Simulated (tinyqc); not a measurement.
# Nanowire ballistic transistor, top-of-the-barrier model: effect of the temperature

At the top of the source barrier, states moving towards the drain are filled by the source (Fermi level 0) and states moving back by the drain (Fermi level -q Vd); nothing scatters. U is the shift of the band edge there, set by the capacitances CG, CD and CS (the total) and by the charge. Parabolic one-dimensional subband; the source is grounded.

N0 = gv sqrt(2 m kB T/pi)/hbar, CG = 2 pi eps0 eox/ln(1 + 2 tox/d), CS = CG/aG, n0 = n at U = 0 and Vd = 0. eta1 = -(E0 + U)/Vt, eta2 = eta1 - Vd/Vt, n = (N0/2)[F_(-1/2)(eta1) + F_(-1/2)(eta2)], F_(-1/2)(x) = (1/sqrt(pi)) int_0^infinity u^(-1/2)/(1 + exp(u - x)) du. U = UL + q (n - n0)/CS with UL = -(aG Vg + aD Vd), energies in eV. I = gv (2 q^2/h) Vt [ln(1 + exp eta1) - ln(1 + exp eta2)]. CQ = (q/Vt) dn/d(eta1). E0 is held fixed.

Values chosen for this exercise; mass and valleys close to those of silicon (two valleys):
- m = 0.187 m0 (effective mass)
- gv = 2 (valley degeneracy)
- eox = 22 (relative permittivity of the gate insulator)
- tox = 1.6 nm (insulator thickness)
- d = 6 nm (wire diameter)
- aG = 0.86 (gate control CG/CS)
- aD = 0.108 (drain control CD/CS)
- E0 = 0.34 eV (band edge at the barrier top above the source Fermi level at zero bias)
- Vg = 0.6 V (gate voltage)
- Vd = 0.6 V (drain voltage)

Constants: q = 1.602176634e-19 C, kB = 1.380649e-23 J/K, hbar = 1.054571817e-34 J s, h = 6.62607015e-34 J s, m0 = 9.1093837015e-31 kg, Vt = kB T/q, eps0 = 8.8541878128e-14 F/cm where lengths are in cm. Results are converted to the units shown.

Results:
```
T (K)	eta1	n (cm^-1)	I (uA)	mean velocity I/(q n) (cm/s)	CQ/CS
50	48.67	6.458e6	32.50	3.141e7	0.07414
77	31.61	6.456e6	32.50	3.142e7	0.07419
120	20.28	6.453e6	32.50	3.144e7	0.07432
240	10.15	6.434e6	32.52	3.155e7	0.07509
300	8.120	6.418e6	32.53	3.164e7	0.07577
360	6.770	6.398e6	32.55	3.175e7	0.07666
420	5.806	6.373e6	32.58	3.191e7	0.07768
```

Estimate the missing row, T = 180 K.

Computed row:
```
T (K)	eta1	n (cm^-1)	I (uA)	mean velocity I/(q n) (cm/s)	CQ/CS
180	13.52	6.445e6	32.51	3.148e7	0.07462
```

With this row back in the table: As T goes from 50 to 420 K, n falls from 6.46e6 to 6.37e6 cm^-1, the mean velocity rises from 3.14e7 to 3.19e7 cm/s and the current stays near 32.5 uA. CQ/CS goes from 0.074 to 0.078. In every row higher subbands of the wire, left out here, could begin to fill.

Computed by the program tinyqc: `OMP_NUM_THREADS=1 python tinyqc.py 2400052 2400053 out.jsonl`, one thread of a shared Intel Xeon 2.30GHz, about 0.04 s for the whole run.
